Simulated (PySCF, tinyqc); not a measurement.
CIS on RHF in the sto-3g basis, for BeH+, spin multiplicity 1, step by step. The lowest restricted solution is unstable here: a spin-polarised one lies 0.0263 hartree lower (PySCF). Computed by tinyqc, a small Python program that keeps every step (integrals from PySCF). Settings: charge = 1, multiplicity = 1, basis = sto-3g, method = RHF, energy threshold = 1e-10, iteration cap = 81, orthogonalisation = symmetric, start = Wolfsberg-Helmholz matrix, DIIS depth = 6. Command: `OMP_NUM_THREADS=1 python tinyqc.py 24625 24626 out.jsonl` (the two numbers bound the seeds that draw the settings). One thread of a shared host (Intel(R) Xeon(R) Processor @ 2.60GHz), about 0.07 s of CPU time with the checks. The early iterations of the SCF are left out here.

## One-electron integrals

Geometry (angstrom):
```
atom        x        y        z
Be    0.00000  0.00000  0.00000
H     0.00000  0.00000  2.04900
```

Basis sto-3g: exponents (1/bohr^2) and contraction coefficients of normalised primitives:
```
element  l (shell)  exponent  coefficient
Be           s (1)  30.16787      0.15433
Be           s (1)   5.49512      0.53533
Be           s (1)   1.48719      0.44463
Be           s (2)   1.31483     -0.09997
Be           s (2)   0.30554      0.39951
Be           s (2)   0.09937      0.70012
Be           p (3)   1.31483      0.15592
Be           p (3)   0.30554      0.60768
Be           p (3)   0.09937      0.39196
H            s (1)   3.42525      0.15433
H            s (1)   0.62391      0.53533
H            s (1)   0.16886      0.44463
```

Overlap, kinetic and nuclear-attraction integrals over the contracted functions; the nuclear repulsion is the sum of Za Zb / Rab.

nuclear repulsion = 1.0330448 hartree

overlap S, order 1Be 1s, 1Be 2s, 1Be 2px, 1Be 2py, 1Be 2pz, 2H 1s:
$$\begin{pmatrix}
1.00000 & 0.25952 & 0.00000 & 0.00000 & 0.00000 & 0.01427 \\
0.25952 & 1.00000 & 0.00000 & 0.00000 & 0.00000 & 0.21923 \\
0.00000 & 0.00000 & 1.00000 & 0.00000 & 0.00000 & 0.00000 \\
0.00000 & 0.00000 & 0.00000 & 1.00000 & 0.00000 & 0.00000 \\
0.00000 & 0.00000 & 0.00000 & 0.00000 & 1.00000 & 0.29701 \\
0.01427 & 0.21923 & 0.00000 & 0.00000 & 0.29701 & 1.00000
\end{pmatrix}$$

kinetic energy T (hartree), order 1Be 1s, 1Be 2s, 1Be 2px, 1Be 2py, 1Be 2pz, 2H 1s:
$$\begin{pmatrix}
6.69397 & -0.03301 & 0.00000 & 0.00000 & 0.00000 & -0.00515 \\
-0.03301 & 0.21111 & 0.00000 & 0.00000 & 0.00000 & 0.00394 \\
0.00000 & 0.00000 & 0.66059 & 0.00000 & 0.00000 & 0.00000 \\
0.00000 & 0.00000 & 0.00000 & 0.66059 & 0.00000 & 0.00000 \\
0.00000 & 0.00000 & 0.00000 & 0.00000 & 0.66059 & 0.03723 \\
-0.00515 & 0.00394 & 0.00000 & 0.00000 & 0.03723 & 0.76003
\end{pmatrix}$$

nuclear attraction V (hartree), order 1Be 1s, 1Be 2s, 1Be 2px, 1Be 2py, 1Be 2pz, 2H 1s:
$$\begin{pmatrix}
-14.81935 & -1.96627 & 0.00000 & 0.00000 & -0.00770 & -0.10681 \\
-1.96627 & -2.56962 & 0.00000 & 0.00000 & -0.08011 & -0.47107 \\
0.00000 & 0.00000 & -2.53360 & 0.00000 & 0.00000 & 0.00000 \\
0.00000 & 0.00000 & 0.00000 & -2.53360 & 0.00000 & 0.00000 \\
-0.00770 & -0.08011 & 0.00000 & 0.00000 & -2.58545 & -0.62111 \\
-0.10681 & -0.47107 & 0.00000 & 0.00000 & -0.62111 & -2.25936
\end{pmatrix}$$

core Hamiltonian H = T + V (hartree), order 1Be 1s, 1Be 2s, 1Be 2px, 1Be 2py, 1Be 2pz, 2H 1s:
$$\begin{pmatrix}
-8.12538 & -1.99928 & 0.00000 & 0.00000 & -0.00770 & -0.11195 \\
-1.99928 & -2.35851 & 0.00000 & 0.00000 & -0.08011 & -0.46713 \\
0.00000 & 0.00000 & -1.87301 & 0.00000 & 0.00000 & 0.00000 \\
0.00000 & 0.00000 & 0.00000 & -1.87301 & 0.00000 & 0.00000 \\
-0.00770 & -0.08011 & 0.00000 & 0.00000 & -1.92486 & -0.58388 \\
-0.11195 & -0.46713 & 0.00000 & 0.00000 & -0.58388 & -1.49933
\end{pmatrix}$$

## Two-electron integrals

Functions are numbered as in S; the eight-fold symmetry (ij|kl) = (ji|kl) = (kl|ij) leaves the list below.

Two-electron integrals (ij|kl) in chemists' order, unique and non-zero (hartree):
```
(11|11) 2.29883   (21|11) 0.39204   (21|21) 0.07954   (22|11) 0.57099
(22|21) 0.14304   (22|22) 0.41768   (31|31) 0.01461   (32|31) 0.02189
(32|32) 0.09226   (33|11) 0.56958   (33|21) 0.14308   (33|22) 0.41759
(33|33) 0.44986   (41|41) 0.01461   (42|41) 0.02189   (42|42) 0.09226
(43|43) 0.02425   (44|11) 0.56958   (44|21) 0.14308   (44|22) 0.41759
(44|33) 0.40136   (44|44) 0.44986   (51|51) 0.01461   (52|51) 0.02189
(52|52) 0.09226   (53|53) 0.02425   (54|54) 0.02425   (55|11) 0.56958
(55|21) 0.14308   (55|22) 0.41759   (55|33) 0.40136   (55|44) 0.40136
(55|55) 0.44986   (61|11) 0.02113   (61|21) 0.00429   (61|22) 0.00782
(61|33) 0.00777   (61|44) 0.00777   (61|51) 0.00041   (61|52) 0.00078
(61|55) 0.00793   (61|61) 0.00024   (62|11) 0.08247   (62|21) 0.02113
(62|22) 0.07172   (62|33) 0.06871   (62|44) 0.06871   (62|51) 0.00266
(62|52) 0.01928   (62|55) 0.07767   (62|61) 0.00127   (62|62) 0.02306
(63|31) 0.00146   (63|32) 0.00779   (63|53) 0.00294   (63|63) 0.00152
(64|41) 0.00146   (64|42) 0.00779   (64|54) 0.00294   (64|64) 0.00152
(65|11) 0.10217   (65|21) 0.02638   (65|22) 0.09285   (65|33) 0.08769
(65|44) 0.08769   (65|51) 0.00413   (65|52) 0.02933   (65|55) 0.10307
(65|61) 0.00163   (65|62) 0.03300   (65|65) 0.04779   (66|11) 0.25816
(66|21) 0.06698   (66|22) 0.25364   (66|33) 0.23844   (66|44) 0.23844
(66|51) 0.00765   (66|52) 0.07575   (66|55) 0.28361   (66|61) 0.00402
(66|62) 0.11444   (66|65) 0.17038   (66|66) 0.77461
```

## Orthogonalisation

S = U s U^T; symmetric (Loewdin) form X = U s^(-1/2) U^T, so that X^T S X = 1.

eigenvalues of S: [0.59569, 0.80598, 1.00000, 1.00000, 1.18183, 1.41651]

X, order 1Be 1s, 1Be 2s, 1Be 2px, 1Be 2py, 1Be 2pz, 2H 1s:
$$\begin{pmatrix}
1.02715 & -0.13892 & 0.00000 & 0.00000 & -0.00440 & 0.01683 \\
-0.13892 & 1.04819 & 0.00000 & 0.00000 & 0.02821 & -0.12406 \\
0.00000 & 0.00000 & 1.00000 & 0.00000 & 0.00000 & 0.00000 \\
0.00000 & 0.00000 & 0.00000 & 1.00000 & 0.00000 & 0.00000 \\
-0.00440 & 0.02821 & 0.00000 & 0.00000 & 1.03683 & -0.16286 \\
0.01683 & -0.12406 & 0.00000 & 0.00000 & -0.16286 & 1.05745
\end{pmatrix}$$

## Iteration 10 (converged): orbitals

converged F (hartree), order 1Be 1s, 1Be 2s, 1Be 2px, 1Be 2py, 1Be 2pz, 2H 1s:
$$\begin{pmatrix}
-4.96934 & -1.39562 & 0.00000 & 0.00000 & 0.01491 & -0.07717 \\
-1.39562 & -0.83554 & 0.00000 & 0.00000 & -0.07786 & -0.29797 \\
0.00000 & 0.00000 & -0.11310 & 0.00000 & 0.00000 & 0.00000 \\
0.00000 & 0.00000 & 0.00000 & -0.11310 & 0.00000 & 0.00000 \\
0.01491 & -0.07786 & 0.00000 & 0.00000 & -0.18940 & -0.25986 \\
-0.07717 & -0.29797 & 0.00000 & 0.00000 & -0.25986 & -0.37448
\end{pmatrix}$$

Diagonalise F' = X^T F X, C = X C', fill 2 alpha and 2 beta electrons from the bottom; D = 2 C_occ C_occ^T. Each column has its largest component positive (the first on a tie).

F' = X^T F X (hartree):
$$\begin{pmatrix}
-4.86225 & -0.69752 & 0.00000 & 0.00000 & 0.01476 & 0.03217 \\
-0.69752 & -0.54145 & 0.00000 & 0.00000 & -0.03104 & -0.20086 \\
0.00000 & 0.00000 & -0.11310 & 0.00000 & 0.00000 & 0.00000 \\
0.00000 & 0.00000 & 0.00000 & -0.11310 & 0.00000 & 0.00000 \\
0.01476 & -0.03104 & 0.00000 & 0.00000 & -0.12826 & -0.19716 \\
0.03217 & -0.20086 & 0.00000 & 0.00000 & -0.19716 & -0.27050
\end{pmatrix}$$

orbital energies (hartree): MO1 -4.97208, MO2 -0.61306, MO3 -0.24858, MO4 -0.11310, MO5 -0.11310, MO6 0.03125

coefficients C, order 1Be 1s, 1Be 2s, 1Be 2px, 1Be 2py, 1Be 2pz, 2H 1s:
$$\begin{pmatrix}
0.99306 & -0.20890 & -0.19610 & 0.00000 & 0.00000 & -0.07986 \\
0.02572 & 0.71092 & 0.71630 & 0.00000 & 0.00000 & 0.33915 \\
0.00000 & 0.00000 & 0.00000 & 0.99381 & -0.11109 & 0.00000 \\
0.00000 & 0.00000 & 0.00000 & 0.11109 & 0.99381 & 0.00000 \\
-0.00203 & 0.23028 & -0.53182 & 0.00000 & 0.00000 & 0.87550 \\
-0.00255 & 0.50258 & -0.48470 & 0.00000 & 0.00000 & -0.82028
\end{pmatrix}$$

D after iteration 10, order 1Be 1s, 1Be 2s, 1Be 2px, 1Be 2py, 1Be 2pz, 2H 1s:
$$\begin{pmatrix}
2.05961 & -0.24593 & 0.00000 & 0.00000 & -0.10024 & -0.21504 \\
-0.24593 & 1.01214 & 0.00000 & 0.00000 & 0.32732 & 0.71446 \\
0.00000 & 0.00000 & 0.00000 & 0.00000 & 0.00000 & 0.00000 \\
0.00000 & 0.00000 & 0.00000 & 0.00000 & 0.00000 & 0.00000 \\
-0.10024 & 0.32732 & 0.00000 & 0.00000 & 0.10607 & 0.23148 \\
-0.21504 & 0.71446 & 0.00000 & 0.00000 & 0.23148 & 0.50519
\end{pmatrix}$$

Within a degenerate level the vectors are fixed only up to a rotation; this is one choice.

## Convergence

Stop when the energy changes by less than 1e-10 hartree and every element of the error matrix X^T (F D S - S D F) X is below 3e-06.

Course of the cycle:
```
iteration  E (hartree)     change  largest element of the error matrix
1          -14.4766140          -                             1.60e-01
2          -14.5309191  -5.43e-02                             6.72e-02
3          -14.5587312  -2.78e-02                             5.08e-02
4          -14.5721711  -1.34e-02                             1.57e-02
5          -14.5723649  -1.94e-04                             7.67e-03
6          -14.5726100  -2.45e-04                             2.53e-03
7          -14.5726299  -1.99e-05                             3.71e-04
8          -14.5726303  -4.41e-07                             6.22e-06
9          -14.5726303  -1.14e-10                             1.37e-07
10         -14.5726303  -6.57e-14                             7.88e-11
```

PySCF RHF in the same basis = -14.5726303 hartree

Converged in 10 iterations.

## Integrals over molecular orbitals

(pq|rs) = sum C_ip C_jq C_kr C_ls (ij|kl), one index at a time.

one-electron integrals over orbitals h = C^T H C (hartree):
$$\begin{pmatrix}
-8.11604 & 0.18226 & 0.18726 & 0.00000 & 0.00000 & 0.04819 \\
0.18226 & -1.90450 & -0.12474 & 0.00000 & 0.00000 & -0.24211 \\
0.18726 & -0.12474 & -1.79607 & 0.00000 & 0.00000 & 0.13442 \\
0.00000 & 0.00000 & 0.00000 & -1.87301 & 0.00000 & 0.00000 \\
0.00000 & 0.00000 & 0.00000 & 0.00000 & -1.87301 & 0.00000 \\
0.04819 & -0.24211 & 0.13442 & 0.00000 & 0.00000 & -1.66166
\end{pmatrix}$$

Two-electron integrals over orbitals (pq|rs), unique and non-zero (hartree):
```
(11|11) 2.27591    (21|11) -0.17964   (21|21) 0.02323    (22|11) 0.44564
(22|21) -0.00262   (22|22) 0.42340    (31|11) -0.16902   (31|21) 0.01890
(31|22) -0.01203   (31|31) 0.02442    (32|11) 0.10139    (32|21) -0.00582
(32|22) -0.05915   (32|31) 0.00095    (32|32) 0.08440    (33|11) 0.49209
(33|21) -0.00947   (33|22) 0.33607    (33|31) 0.00099    (33|32) 0.01979
(33|33) 0.39938    (41|41) 0.01558    (42|41) 0.01479    (42|42) 0.04838
(43|41) 0.01354    (43|42) 0.03693    (43|43) 0.04536    (44|11) 0.56924
(44|21) -0.00627   (44|22) 0.34269    (44|31) -0.00595   (44|32) 0.05524
(44|33) 0.36447    (44|44) 0.44986    (51|51) 0.01558    (52|51) 0.01479
(52|52) 0.04838    (53|51) 0.01354    (53|52) 0.03693    (53|53) 0.04536
(54|54) 0.02425    (55|11) 0.56924    (55|21) -0.00627   (55|22) 0.34269
(55|31) -0.00595   (55|32) 0.05524    (55|33) 0.36447    (55|44) 0.40136
(55|55) 0.44986    (61|11) -0.06517   (61|21) 0.01148    (61|22) 0.00815
(61|31) 0.00052    (61|32) -0.00807   (61|33) -0.01263   (61|44) -0.00173
(61|55) -0.00173   (61|61) 0.01430    (62|11) 0.12856    (62|21) -0.00068
(62|22) -0.00353   (62|31) -0.00863   (62|32) 0.05963    (62|33) -0.01176
(62|44) 0.06923    (62|55) 0.06923    (62|61) 0.00727    (62|62) 0.10871
(63|11) -0.09292   (63|21) 0.00351    (63|22) 0.05579    (63|31) -0.00472
(63|32) -0.08264   (63|33) -0.03411   (63|44) -0.04848   (63|55) -0.04848
(63|61) 0.00897    (63|62) -0.06197   (63|63) 0.09984    (64|41) 0.00557
(64|42) 0.02167    (64|43) 0.00372    (64|64) 0.02077    (65|51) 0.00557
(65|52) 0.02167    (65|53) 0.00372    (65|65) 0.02077    (66|11) 0.47920
(66|21) -0.00283   (66|22) 0.42877    (66|31) -0.01047   (66|32) -0.05970
(66|33) 0.36651    (66|44) 0.34884    (66|55) 0.34884    (66|61) 0.00661
(66|62) -0.01995   (66|63) 0.05151    (66|66) 0.45881
```

## CIS matrix, singlets

A(ia,jb) = (e_a - e_i) d_ij d_ab + 2 (ia|jb) - (ij|ab).

CIS matrix A, singlet (hartree), order 1>3, 1>4, 1>5, 1>6, 2>3, 2>4, 2>5, 2>6:
$$\begin{pmatrix}
4.28026 & 0.00000 & 0.00000 & 0.09396 & 0.01138 & 0.00000 & 0.00000 & -0.02076 \\
0.00000 & 4.32089 & 0.00000 & 0.00000 & 0.00000 & 0.03585 & 0.00000 & 0.00000 \\
0.00000 & 0.00000 & 4.32089 & 0.00000 & 0.00000 & 0.00000 & 0.03585 & 0.00000 \\
0.09396 & 0.00000 & 0.00000 & 4.55274 & -0.01966 & 0.00000 & 0.00000 & 0.01737 \\
0.01138 & 0.00000 & 0.00000 & -0.01966 & 0.19721 & 0.00000 & 0.00000 & 0.06348 \\
0.00000 & 0.03585 & 0.00000 & 0.00000 & 0.00000 & 0.25402 & 0.00000 & 0.00000 \\
0.00000 & 0.00000 & 0.03585 & 0.00000 & 0.00000 & 0.00000 & 0.25402 & 0.00000 \\
-0.02076 & 0.00000 & 0.00000 & 0.01737 & 0.06348 & 0.00000 & 0.00000 & 0.43296
\end{pmatrix}$$

## CIS singlet states

dipole integrals <i|r|a> (bohr), order 1>3, 1>4, 1>5, 1>6, 2>3, 2>4, 2>5, 2>6:
$$\begin{pmatrix}
0.00000 & 0.00000 & -0.08337 \\
0.14557 & 0.01627 & 0.00000 \\
-0.01627 & 0.14557 & 0.00000 \\
0.00000 & 0.00000 & 0.11917 \\
0.00000 & 0.00000 & -1.52619 \\
0.94214 & 0.10531 & 0.00000 \\
-0.10531 & 0.94214 & 0.00000 \\
0.00000 & 0.00000 & -0.75393
\end{pmatrix}$$

Diagonalise A (1 hartree = 27.211386 eV); each vector has its largest component positive (the first on a tie). The transition dipole is mu = sqrt2 sum c_ia <i|r|a>.

singlet excitation energies (eV): [4.92567, 6.90351, 6.90351, 12.21389, 115.68170, 117.58605, 117.58605, 124.68474]

lowest vectors, order 1>3, 1>4, 1>5, 1>6, 2>3, 2>4, 2>5, 2>6:
$$\begin{pmatrix}
-0.00406 & 0.00000 & 0.00000 & 0.00460 & 0.95487 & 0.00000 \\
0.00000 & -0.00530 & -0.00704 & 0.00000 & 0.00000 & 0.94487 \\
0.00000 & -0.00704 & 0.00530 & 0.00000 & 0.00000 & 0.32733 \\
0.00542 & 0.00000 & 0.00000 & -0.00304 & -0.29694 & 0.00000 \\
0.96951 & 0.00000 & 0.00000 & 0.24501 & 0.00402 & 0.00000 \\
0.00000 & 0.60163 & 0.79873 & 0.00000 & 0.00000 & 0.00833 \\
0.00000 & 0.79873 & -0.60163 & 0.00000 & 0.00000 & 0.00288 \\
-0.24498 & 0.00000 & 0.00000 & 0.96950 & -0.00648 & 0.00000
\end{pmatrix}$$

oscillator strengths 2/3 w |mu|^2: [0.40411, 0.30315, 0.30315, 0.73158, 0.07659, 0.13812]

Within a degenerate level the vectors are fixed only up to a rotation; this is one choice.

## CIS matrix, triplets

A(ia,jb) = (e_a - e_i) d_ij d_ab - (ij|ab).

CIS matrix A, triplet (hartree), order 1>3, 1>4, 1>5, 1>6, 2>3, 2>4, 2>5, 2>6:
$$\begin{pmatrix}
4.23142 & 0.00000 & 0.00000 & 0.09292 & 0.00947 & 0.00000 & 0.00000 & -0.00351 \\
0.00000 & 4.28974 & 0.00000 & 0.00000 & 0.00000 & 0.00627 & 0.00000 & 0.00000 \\
0.00000 & 0.00000 & 4.28974 & 0.00000 & 0.00000 & 0.00000 & 0.00627 & 0.00000 \\
0.09292 & 0.00000 & 0.00000 & 4.52414 & -0.00351 & 0.00000 & 0.00000 & 0.00283 \\
0.00947 & 0.00000 & 0.00000 & -0.00351 & 0.02841 & 0.00000 & 0.00000 & -0.05579 \\
0.00000 & 0.00627 & 0.00000 & 0.00000 & 0.00000 & 0.15727 & 0.00000 & 0.00000 \\
0.00000 & 0.00000 & 0.00627 & 0.00000 & 0.00000 & 0.00000 & 0.15727 & 0.00000 \\
-0.00351 & 0.00000 & 0.00000 & 0.00283 & -0.05579 & 0.00000 & 0.00000 & 0.21554
\end{pmatrix}$$

## CIS triplet states

Diagonalise A (1 hartree = 27.211386 eV); each vector has its largest component positive (the first on a tie).

triplet excitation energies (eV): [0.35448, 4.27915, 4.27915, 6.28311, 114.40872, 116.73004, 116.73004, 123.84298]

lowest vectors, order 1>3, 1>4, 1>5, 1>6, 2>3, 2>4, 2>5, 2>6:
$$\begin{pmatrix}
-0.00196 & 0.00000 & 0.00000 & 0.00150 & 0.96027 & 0.00000 \\
0.00000 & -0.00148 & -0.00031 & 0.00000 & 0.00000 & 0.32852 \\
0.00000 & 0.00031 & -0.00148 & 0.00000 & 0.00000 & 0.94449 \\
0.00062 & 0.00000 & 0.00000 & -0.00089 & -0.27906 & 0.00000 \\
0.96410 & 0.00000 & 0.00000 & -0.26554 & 0.00243 & 0.00000 \\
0.00000 & 0.97893 & 0.20419 & 0.00000 & 0.00000 & 0.00050 \\
0.00000 & -0.20419 & 0.97893 & 0.00000 & 0.00000 & 0.00143 \\
0.26554 & 0.00000 & 0.00000 & 0.96410 & -0.00108 & 0.00000
\end{pmatrix}$$

Within a degenerate level the vectors are fixed only up to a rotation; this is one choice.
